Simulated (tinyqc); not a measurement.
Inside a calculation. Method: tight binding, honeycomb lattice. One step of it, computed by the program tinyqc.

Task: Levels at k. Diagonalise the Hermitian matrix.

H(k) at k (eV):
```
                     A                    B
A             2.184499  -3.568233+2.149200i
B  -3.568233-2.149200i            -1.453961
```

Give: eigenvalues; weights |c|^2 of the basis functions.

Result:

eigenvalues (eV): -4.1802  4.9107

weights |c|^2 of the basis functions:
```
   band 1  band 2
A  0.2999  0.7001
B  0.7001  0.2999
```
